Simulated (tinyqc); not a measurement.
Surface potential of a MOS transistor: implicit equation and explicit approximations: one step of the calculation.

p-type body, charge-sheet picture, depletion and inversion only, full ionisation (an idealisation for deep acceptors), Boltzmann statistics (rough once Na exp(x - xn) passes about Nc/7). In units of Vt: xg = (Vg - Vfb)/Vt, x = psi/Vt, G = gamma/sqrt(Vt), xn = (2 phiF + Vc)/Vt. The implicit equation is (xg - x)^2 = G^2 [x - 1 + exp(x - xn)] for x above about 3. Cox = eps0 eox/tox.

Task. New x. D = exp(x - xn), f = (xg - x)^2 - G^2 (x - 1 + D), f' = -2 (xg - x) - G^2 (1 + D), x(new) = x - f/f'.

x after iteration 2 = 40.677609
G = 1.2928999
xn = 37.778025
xg = 50.286245

Find: D; f; f'; x after iteration 3.

Result.

D = 18.167
f = -4.3659
f' = -51.256
x after iteration 3 = 40.592

Numbers from tinyqc (`OMP_NUM_THREADS=1 python tinyqc.py 2122019 2122020 out.jsonl`; about 0.01 s on one thread of a shared Intel Xeon 2.30GHz).
